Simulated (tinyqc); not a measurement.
Carrier statistics of a doped semiconductor with parabolic bands: sweeps and comparisons. A value that a table varies takes the place of the one given here.

Eg(T) = Eg0 - al T^2/(T + be); m_de = Mv^(2/3) (ml mt^2)^(1/3); m_dh = (mhh^(3/2) + mlh^(3/2))^(2/3); Nc and Nv from N = 2 (m kB T/(4 pi c))^(3/2) with c = hbar^2/2m0, in 1/angstrom^3; times 1e24 for 1/cm^3.

Energies are counted from Ev, so Ec = Eg. n = Nc F_1/2((EF - Eg)/kT), p = Nv F_1/2(-EF/kT), ND+ = ND/(1 + 2 exp((EF - Eg + ED)/kT)), NA- = NA/(1 + 4 exp((EA - EF)/kT)); neutrality asks p + ND+ = n + NA-. F_j(eta) = (1/Gamma(j + 1)) integral_0^infinity x^j dx/(1 + exp(x - eta)), which tends to exp(eta) for eta << 0.

Constants: hbar^2/2m0 = 3.80998211 eV angstrom^2; kB = 8.617333262e-05 eV/K.

Values chosen for the exercise (near those of Si; not measured data): Eg0 = 1.162 eV (gap at 0 K); al = 0.00045 eV/K (Varshni alpha); be = 613 K (Varshni beta); ml = 0.868 m0 (longitudinal electron mass); mt = 0.184 m0 (transverse electron mass); Mv = 6 (equivalent valleys); mhh = 0.528 m0 (heavy-hole mass); mlh = 0.157 m0 (light-hole mass); ND = 8.2e+14 1/cm^3 (donors); NA = 3e+12 1/cm^3 (acceptors); ED = 0.0437 eV (donor level below Ec); EA = 0.0455 eV (acceptor level above Ev); T = 200 K.

## Temperature

Neutrality solved at each temperature; ni = sqrt(Nc Nv) exp(-Eg/2kT).

Carriers (1/cm^3):
```
T (K)  EF (eV)         n         p  majority / |ND - NA|        ni  Eg (eV)
30      1.1287  2.67e+12    <1e-99               0.00327  1.51e-80   1.1614
50      1.1199  1.50e+14  9.90e-96                 0.184  3.86e-41   1.1603
77      1.1013  6.40e+14  1.21e-54                 0.783  2.78e-20   1.1581
120     1.0601  8.03e+14  8.54e-27                 0.983  2.62e-06   1.1532
200     0.9718  8.16e+14  1.98e-06                 0.999  4.02e+04   1.1399
300     0.8498  8.17e+14  5.93e+04                  1.00  6.96e+09   1.1176
450     0.6510  8.18e+14  1.05e+12                  1.00  2.93e+13   1.0763
600     0.5017  2.75e+15  1.93e+15                  3.36  2.30e+15   1.0284
800     0.4507  7.14e+16  7.05e+16                  87.3  7.10e+16   0.9582
1000    0.4055  6.15e+17  6.14e+17                   753  6.16e+17   0.8830
```

Ionisation is incomplete: the majority density is below 90 % of the net doping at 30, 50 and 77 K, down to a share of 0.0033. It is within 10 % of the net doping at 120, 200, 300 and 450 K. At 600, 800 and 1000 K thermal pairs lift it more than 10 % above the net doping; ni has reached 6.16e+17 1/cm^3 at 1000 K against a net doping of 8.17e+14. EF goes from 1.129 eV to 0.405 eV, where midgap is 0.442 eV and the intrinsic level (Boltzmann) 0.405 eV.

## Doping level

Only donors are present (NA = 0); eta is the distance of EF beyond the conduction edge in units of kT.

Neutral state:
```
ND (1/cm^3)  EF (eV)  majority (1/cm^3)  ionised share     eta
1.0e+14       0.9356           1.00e+14          1.000  -11.85
1.0e+15       0.9752           9.98e+14          0.998   -9.55
1.0e+16       1.0146           9.83e+15          0.983   -7.27
1.0e+17       1.0522           8.65e+16          0.865   -5.09
1.0e+18       1.0831           5.16e+17          0.516   -3.29
3.0e+18       1.0953           1.03e+18          0.344   -2.58
1.0e+19       1.1076           2.05e+18          0.205   -1.87
3.0e+19       1.1182           3.66e+18          0.122   -1.25
```

The impurity level lies at 1.0962 eV. The ionised share falls from 1.000 to 0.122 as EF passes through it between 3e+18 and 1e+19 1/cm^3 (share 1/3 there); it is below one half from 3e+18 1/cm^3 on. Over the last two rows the doping grows threefold and the majority density by a factor 1.78. EF comes within 3 kT of the majority band edge from 3e+18 1/cm^3 on. Above roughly 4e+18 1/cm^3 (N^(1/3) a = 0.26, with the radius a = sqrt(c/(m E)) from the ionisation energy E and the mass (ml mt^2)^(1/3)) the levels merge with the band and real ionisation is complete; sharp levels then overstate freeze-out.

## What each input does

Neutrality solved anew for each case. Each row changes one parameter from the base and keeps the others.

Results:
```
case                  EF (eV)  n (1/cm^3)  p (1/cm^3)
base                   0.9718    8.16e+14    1.98e-06
T = 240 K              0.9242    8.16e+14       0.313
ND = 1.64e+15 1/cm^3   0.9837    1.63e+15    9.92e-07
NA = 1.5e+12 1/cm^3    0.9718    8.17e+14    1.98e-06
Eg0 = 1.212 eV         1.0218    8.16e+14    1.09e-07
mt = 0.2208 m0         0.9686    8.16e+14    2.38e-06
mhh = 0.6336 m0        0.9718    8.16e+14    2.52e-06
ED = 0.0655 eV         0.9717    8.13e+14    1.99e-06
```

The largest shifts from the base row, up to three for each result and ties (the steps differ in size, so this ranks the rows, not the parameters). EF (eV): Eg0 +0.0500, T -0.0475, ND +0.0120; unchanged at the printed digits by NA and mhh. n (1/cm^3): ND +8.16e+14, ED -3.02e+12, NA +1.50e+12; unchanged at the printed digits by T, Eg0, mt and mhh. p (1/cm^3): T +0.313, Eg0 -1.87e-06, ND -9.92e-07; unchanged at the printed digits by NA.

Program tinyqc; command `OMP_NUM_THREADS=1 python tinyqc.py 1651768 1651769 out.jsonl`; about 0.01 s on one thread of a shared Intel(R) Xeon(R) Processor @ 2.30GHz.
